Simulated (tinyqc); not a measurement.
Inside a calculation. Model: Raman line shape of confined optical phonons and breathing modes of small crystals. Computed by tinyqc, a small Python program that keeps every step. Command: `OMP_NUM_THREADS=1 python tinyqc.py 3031989 3031990 out.jsonl confine walk`. One thread of a shared host (Intel(R) Xeon(R) Processor @ 2.30GHz), about 0.03 s of CPU time with the checks. Intermediate numbers are printed to about 7 digits and carried at full precision; extremes and crossings named in words are read from the listed rows.

Confinement in 3 direction(s) lets phonons with q away from zero scatter light. q is in units of 2 pi/a, from 0 to 1, and the branch is isotropic: omega(q)^2 = (omega_0^2 + omega_X^2)/2 + ((omega_0^2 - omega_X^2)/2) cos(pi q). The model and its constant beta are phenomenological; beta = 8 is the common choice.

Inputs (values chosen for the exercise, modelled on silicon):

| quantity | value | unit |
|---|---|---|
| bulk frequency omega_0 | 521 | 1/cm |
| frequency at the zone boundary omega_X | 399 | 1/cm |
| natural width Gamma_0 | 3 | 1/cm |
| lattice constant a | 5.431 | angstrom |
| size L | 14 | nm |
| confinement constant beta | 8 | - |
| probe offset omega - omega_0 | -9.7 | 1/cm |
| longitudinal velocity | 9110 | m/s |
| transverse velocity | 5430 | m/s |

Shape: sphere.

Constants: c = 299792458 m/s.

## Range of wave vectors

Weight W(q) = q^2 exp(-(2 L q/a)^2/(2 beta)) dq, that is exp(-k^2 L^2/(2 beta pi^2)) for k = 2 pi q/a. Width q_c = a sqrt(2 beta)/(2 L), where the exponential falls to 1/e; curvature of the branch: omega(q) = omega_0 - c q^2, c = pi^2 (omega_0^2 - omega_X^2)/(8 omega_0); for small q_c the mean of q^2 is (number of confined directions) q_c^2/2, and the mean shift is -c times that.

q_c = 0.07758571 2 pi/a

curvature c = 265.7784 1/cm

mean shift, quadratic estimate = -2.399797 1/cm

omega(q_c) - omega_0 = -1.594399 1/cm

## Intensity at one frequency

I(omega) = int W(q) / [(omega - omega(q))^2 + (Gamma_0/2)^2] dq / int W dq x (Gamma_0/2)^2, by 400 Gauss-Legendre points on 0 < q < min(1, 2.5 a sqrt(2 beta)/L). Bulk Lorentzian 1/(1 + (2 offset/Gamma)^2); mean shift = weighted mean of omega(q) less the bulk frequency.

I at the probe offset = 0.05977883

bulk Lorentzian there = 0.02335479

mean shift, from the weights = -2.379292 1/cm

## Peak, width and asymmetry

The peak is the maximum of I; the width is taken between the half-maximum points, and the asymmetry is the low-side half-width over the high-side one.

peak shift = -1.5314 1/cm

full width = 5.3039 1/cm

asymmetry = 1.5116

peak height (bulk = 1) = 0.64504

The peak moves 64 % as far as the mean: the tail on the low side carries the rest. A shift without broadening or asymmetry would point to stress, not size.

## Line shape against size

The formulas are those given above.

Line shape:

| L (nm) | peak shift (1/cm) | full width (1/cm) | asymmetry | mean shift, quadratic estimate (1/cm) |
|---|---|---|---|---|
| 3 | -21.128 | 65.245 | 2.4941 | -52.26224 |
| 3.6 | -14.43 | 45.486 | 2.5591 | -36.29322 |
| 4.4 | -9.7843 | 31.042 | 2.5529 | -24.29546 |
| 5.5 | -6.5438 | 20.656 | 2.4574 | -15.54910 |
| 7 | -4.3658 | 13.658 | 2.2643 | -9.599187 |
| 10 | -2.5109 | 7.9537 | 1.8761 | -4.703602 |
| 15 | -1.3843 | 4.9529 | 1.4467 | -2.090490 |
| 25 | -0.63296 | 3.4963 | 1.1174 | -0.7525763 |

The peak shift falls with exponent -2.09 at the small end and -1.53 at the large end. For still larger L it tends to the mean shift, which goes as 1/L^2; the ratio is 0.40 in the first row and 0.84 in the last. The width exceeds Gamma_0 by over 10 % for L up to 25 nm. In a sphere the factor q^2 removes the weight at q = 0, so the peak itself moves strongly.

## Breathing mode of the free sphere

Lamb: with s = omega R/v_L, R = L/2, the lowest radial mode solves tan(s)/s = 1/(1 - s^2 v_L^2/(4 v_T^2)), s between pi/2 and pi; wavenumber = s v_L/(2 pi c R).

root s = 2.510443

breathing frequency = 519.9851 GHz

breathing wavenumber = 17.34484 1/cm

Checks made by the program: mean shift of a large crystal against the quadratic estimate (relative difference 4e-05).
